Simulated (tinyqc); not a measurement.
Dispersion against the sound-wave line: Born-von Karman spring model of a cubic crystal with one atom per cell. Computed by tinyqc, a small Python program. Command: `OMP_NUM_THREADS=1 python tinyqc.py 3016501 3016502 out.jsonl springs walk`. One thread of a shared host (Intel(R) Xeon(R) Processor @ 2.30GHz), about 0.2 s of CPU time with the checks.

First neighbours lie at a/2 (1,1,1) (8 of them), second at a (1,0,0) (6), with all permutations and signs; the volume per atom is Omega = a^3/2. Two shells of springs match a real metal only roughly, above all at the zone boundary.

Inputs (values chosen for the exercise, modelled on molybdenum):
```
quantity                value           unit
atomic mass M           95.95              u
radial spring k1L        4.05  eV/angstrom^2
transverse spring k1T  -0.031  eV/angstrom^2
radial spring k2L         3.9  eV/angstrom^2
transverse spring k2T   -0.18  eV/angstrom^2
```

Lattice: bcc.

Constants: nu for 1 eV/(angstrom^2 u) = 15.6333042 THz.

Method:
- A neighbour at R with unit vector n couples by the matrix K(R) = kL n n^T + kT (1 - n n^T), and D(q) = (1/M) sum_R K(R) [1 - cos(q.R)].
- An eigenvalue lambda of D in eV/(angstrom^2 u) gives nu = 15.6333042 THz x sqrt(lambda).
- The last column divides the top branch by the straight line with its slope at G. End points in 2 pi/a: H = (1, 0, 0), N = (0.5, 0.5, 0).

Frequencies (THz) along two lines:
```
line  fraction of the way    nu 1    nu 2    nu 3  nu 3 / linear
G-H                  0.10  1.0727  1.0727  2.2628        0.98676
G-H                  0.25  2.6490  2.6490  5.2727        0.91974
G-H                  0.40  4.1302  4.1302  7.3932        0.80601
G-H                  0.55  5.4348  5.4348  8.3719        0.66379
G-H                  0.70  6.4661  6.4661  8.3077        0.51755
G-H                  0.85  7.1306  7.1306  7.7080        0.39545
G-H                  1.00  7.3605  7.3605  7.3605        0.32098
G-N                  0.10  0.7571  0.9550  1.5062        0.99589
G-N                  0.25  1.8520  2.3363  3.6847        0.97450
G-N                  0.40  2.8446  3.5884  5.6595        0.93549
G-N                  0.55  3.6799  4.6422  7.3216        0.88016
G-N                  0.70  4.3120  5.4395  8.5791        0.81033
G-N                  0.85  4.7057  5.9362  9.3626        0.72827
G-N                  1.00  4.8395  6.1049  9.6286        0.63662
```

Along G-H the top branch ends at 32 % of its linear extrapolation. Along G-N the top branch ends at 64 % of its linear extrapolation, which is the 2/pi of a pure sine: planes normal to this line couple to their next planes alone. A Debye model keeps the straight line throughout.
